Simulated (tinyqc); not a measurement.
Inside a calculation. Model: thermal displacements in the Debye model: Debye-Waller factors, bond-length spread and the Lindemann rule. Computed by tinyqc, a small Python program that keeps every step. Command: `OMP_NUM_THREADS=1 python tinyqc.py 3008730 3008731 out.jsonl debyewaller walk`. One thread of a shared host (Intel(R) Xeon(R) Processor @ 2.30GHz), about 0.01 s of CPU time with the checks. Intermediate numbers are printed to about 6 digits and carried at full precision; extremes and crossings named in words are read from the listed rows.

A Debye spectrum with three branches of one velocity, cut at k_B Theta; 2 atoms per cube, nearest neighbours at d = 0.866025 a.

Inputs (values chosen for the exercise, modelled on molybdenum): atomic mass M = 95.95 u; Debye temperature Theta = 411 K; lattice constant a = 3.147 angstrom; temperature T = 20 K; Lindemann ratio x_L = 0.12; gamma-ray energy E = 23.9 keV; photoelectron wave number k = 12 1/angstrom.

Structure: bcc.

reflection (h k l): [4, 0, 0]

Constants: hbar^2/u = 4.18015928e-03 eV angstrom^2; k_B = 8.617333262e-05 eV/K; e = 1.602176634e-19 C; u = 1.6605390666e-27 kg; c = 299792458 m/s; hbar = 6.582119569e-16 eV s.

## Mean-square displacement

<u_x^2> = (3 hbar^2/(2 M k_B Theta)) int_0^1 s coth(s Theta/(2T)) ds (64 Gauss-Legendre points); it tends to 3 hbar^2/(4 M k_B Theta) at T = 0 and to 3 hbar^2 T/(M k_B Theta^2) at high T. B = 8 pi^2 <u_x^2>.

<u_x^2> = 9.36934e-04 angstrom^2

zero-point value = 9.22560e-04 angstrom^2

classical value = 1.79574e-04 angstrom^2

B factor = 0.0739773 angstrom^2

The zero-point value is 98.5 % and the classical value 19.2 % of the full result; the two are limits, not parts that add.

## Loss of Bragg intensity

G = 2 pi sqrt(h^2 + k^2 + l^2)/a; the intensity is multiplied by exp(-2W), 2W = G^2 <u_x^2>; the loss goes into thermal diffuse scattering.

|G| = 7.98625 1/angstrom

2W = 0.0597579

intensity factor exp(-2W) = 0.941993

## Recoil-free fraction

A nucleus of this mass is supposed to emit a gamma ray of the energy chosen: recoil energy E_R = E^2/(2 M c^2), wave number k_g = E/(hbar c), recoil-free fraction f = exp(-k_g^2 <u_x^2>).

recoil energy = 3.19551 meV

k_g = 12.1119 1/angstrom

recoil-free fraction f = 0.871582

E_R is 0.09 k_B Theta.

## Spread of the bond length

Correlated Debye model: sigma^2 = (3 hbar^2/(M k_B Theta)) int_0^1 s coth(s Theta/(2T)) [1 - sin(s q_D R)/(s q_D R)] ds for two atoms at distance R, q_D = (6 pi^2 n)^(1/3), n atoms per volume; uncorrelated motion would give 2 <u_x^2>. An EXAFS amplitude is damped by exp(-2 k^2 sigma^2).

sigma^2 of the nearest bond = 0.00155141 angstrom^2

correlation 1 - sigma^2/(2 <u_x^2>) = 0.172082

EXAFS damping = 0.639668

Neighbours move partly together, which removes 17 % of the uncorrelated spread.

## Lindemann melting temperature

Melting is placed where sqrt(3 <u_x^2>) = x_L d; the classical form gives T_m = M k_B Theta^2 (x_L d)^2/(9 hbar^2).

Lindemann T_m = 3969.67 K

classical T_m = 3970.85 K

ratio sqrt(3 <u_x^2>)/d at T = 0.0194530

The rule is empirical: x_L is fitted within a family of like crystals, and T_m goes as its square.

## Displacements against temperature

The correlation is 1 - sigma^2/(2 <u_x^2>); exp(-2W) uses 2W = G^2 <u_x^2>.

Displacements (angstrom^2):
```
T (K)      <u_x^2>    classical  sigma^2 at d  sigma^2 at 2d  exp(-2W)
12     9.27734e-04  1.07744e-04    0.00155073     0.00176357  0.942545
41     9.82949e-04  3.68126e-04    0.00156284     0.00179767  0.939232
82      0.00115829  7.36252e-04    0.00167525     0.00201363  0.928787
140     0.00153527   0.00125702    0.00203505     0.00257371  0.906722
230     0.00224272   0.00206510    0.00281251     0.00368388  0.866718
330     0.00308870   0.00296296    0.00378839     0.00503451  0.821192
490     0.00448494   0.00439955    0.00543087     0.00727861  0.751225
740     0.00670098   0.00664422    0.00806308      0.0108520  0.652209
900     0.00812753   0.00808081    0.00976357      0.0131550  0.595487
```

The classical line is within 5 % from T = 330 K (T/Theta = 0.80) on. The correlation of nearest neighbours grows from 0.16 to 0.40, since thermal motion weights long waves, which move neighbours together, more than zero-point motion does; at 2d it ends at 0.19. The reflection keeps 94 % of its intensity at the lowest T and 60 % at the highest.

Checks made by the program: high-temperature series <u^2> = classical x (1 + (Theta/T)^2/36) at T = 5 Theta (relative difference 4e-07).
